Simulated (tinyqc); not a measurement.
Hueckel theory of the pi electrons with the omega technique, for the molecule BC=CC=C[CH2+] (SMILES; centres numbered as the heavy atoms are written), step by step. One step of it, computed by the program tinyqc.

Question. Orbitals, round 1. Diagonalise; E = alpha + x beta with beta < 0, so the largest x are filled first; degenerate levels share their electrons. P = sum n_i c_ri c_si; each orbital has its largest coefficient positive (the first on a tie).

Hueckel matrix in units of beta (H = alpha + beta A):
```
           1B        2C        3C        4C        5C        6C
1B  -1.000000  0.700000  0.000000  0.000000  0.000000  0.000000
2C   0.700000  0.000000  1.000000  0.000000  0.000000  0.000000
3C   0.000000  1.000000  0.000000  1.000000  0.000000  0.000000
4C   0.000000  0.000000  1.000000  0.000000  1.000000  0.000000
5C   0.000000  0.000000  0.000000  1.000000  0.000000  1.000000
6C   0.000000  0.000000  0.000000  0.000000  1.000000  0.000000
```

pi electrons, sum of z_r less the charge = 4

Give: x values; occupations; coefficients; charge and bond-order matrix P.

Answer.

x values: 1.749  1.065  0.139  -0.757  -1.384  -1.811

occupations: 2.000  2.000  0.000  0.000  0.000  0.000

coefficients:
```
      MO1     MO2     MO3     MO4     MO5     MO6
1B  0.083   0.181   0.320   0.539   0.662   0.359
2C  0.324   0.532   0.520   0.187  -0.363  -0.416
3C  0.509   0.440  -0.152  -0.519   0.039   0.503
4C  0.567  -0.064  -0.541   0.205   0.309  -0.494
5C  0.481  -0.508   0.077   0.364  -0.467   0.392
6C  0.275  -0.477   0.552  -0.480   0.337  -0.217
```

charge and bond-order matrix P:
```
        1B      2C      3C     4C      5C      6C
1B   0.079   0.246   0.243  0.071  -0.104  -0.127
2C   0.246   0.777   0.799  0.300  -0.229  -0.330
3C   0.243   0.799   0.907  0.521   0.043  -0.140
4C   0.071   0.300   0.521  0.650   0.610   0.373
5C  -0.104  -0.229   0.043  0.610   0.980   0.750
6C  -0.127  -0.330  -0.140  0.373   0.750   0.607
```
